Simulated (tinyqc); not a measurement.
Transient enhanced diffusion after implantation: plus-n interstitials, dissolving clusters and loss to the surface: one step, computed by the program tinyqc. Command: `OMP_NUM_THREADS=1 python tinyqc.py 3002435 3002436 out.jsonl ted walk`. One thread of a shared host (Intel(R) Xeon(R) Processor @ 2.30GHz), about 0.01 s of CPU time with the checks.

The implant leaves n Q interstitials in clusters at depth R_p. While clusters last they hold the free interstitials at a supersaturation S = C_I/C_I*; interstitials drain to the surface, and the part f_I of the dopant diffusion that uses interstitials speeds up in proportion to S.

Question. Duration and total effect at this temperature. The clusters last tau = n Q/J. If they dissolve fully at this T, the extra budget is (D/D* - 1) D* tau.

Inputs (values chosen for the exercise, modelled on indium in silicon): implant dose Q = 1.8e+13 1/cm^2; interstitials kept per ion n = 1; anneal (peak) temperature T = 750 C.

Anneal: isothermal.

flux J = 3.136976e+11 1/(cm^2 s)

enhancement D/D* = 5789.168

equilibrium diffusivity D* = 1.201033e-18 cm^2/s

Give: duration tau; extra budget if complete.

Answer.

duration tau = 57.38 s

extra budget if complete = 3.989e-13 cm^2
